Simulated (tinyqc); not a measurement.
What each parameter does: overlap of hydrogenic dopants: pairs, impurity band and the Mott density.

Ry* = Ry m/eps^2, aB = a0 eps/m. For 1s orbitals a distance rho = R/aB apart, in Ry*: overlap S = exp(-rho)(1 + rho + rho^2/3), J = (2/rho)(1 - (1 + rho) exp(-2 rho)) (attraction to the other ion), Kx = 2 (1 + rho) exp(-rho) (exchange of one electron). One electron on a pair has E = -1 - (J +/- Kx)/(1 +/- S), without the repulsion 2/rho of the ions. Hopping after orthogonalisation: t = (Kx - S J)/(1 - S^2), half the splitting. Dopants on a lattice with z neighbours, n = (3 sqrt3/4)/R^3 (bcc), give a band of width B = 2 z t, as on any lattice of two interpenetrating sublattices. Valleys, central cells and disorder are left out.

Constants: Ry = 13.60569312 eV; a0 (Bohr radius) = 0.5291772105 angstrom.

Parameters, chosen for this exercise (an isotropic mass and dielectric constant of the size used for donors in Si; the results hold for these values, not for the real material):
- m = 0.318 m0 (mass)
- eps = 11.7 (dielectric constant)
- rho = 4.8 aB (distance of a pair)
- N = 0.0037 1/aB^3 (dopant density)
- z = 8 (neighbours in the dopant lattice)

At fixed N in units of 1/aB^3 and fixed rho: Ry*, 2t of the pair, B of the lattice and the density in 1e18/cm^3 (1/angstrom^3 = 1e24/cm^3).

Results for these values:
```
case  Ry* (meV)  2t (meV)  B (meV)  density (1e18/cm^3)
base     31.606    3.1526    3.985               0.5013
```

What happens to each result for eps = 12.87, all else kept?

Answer: Ry* falls from 31.606 to 26.121; 2t falls from 3.1526 to 2.6055; B falls from 3.985 to 3.293; density falls from 0.5013 to 0.3767.

The same for each parameter in turn:
```
case                Ry* (meV)  2t (meV)  B (meV)  density (1e18/cm^3)
base                   31.606    3.1526    3.985               0.5013
m = 0.3498 m0          34.767    3.4679    4.384               0.6673
eps = 12.87            26.121    2.6055    3.293               0.3767
rho = 5.3 aB           31.606    2.1240    3.985               0.5013
N = 0.00555 1/aB^3     31.606    3.1526    8.422               0.7520
```

Program tinyqc; command `OMP_NUM_THREADS=1 python tinyqc.py 1482729 1482730 out.jsonl`; about 0.01 s on one thread of a shared Intel(R) Xeon(R) Processor @ 2.30GHz.
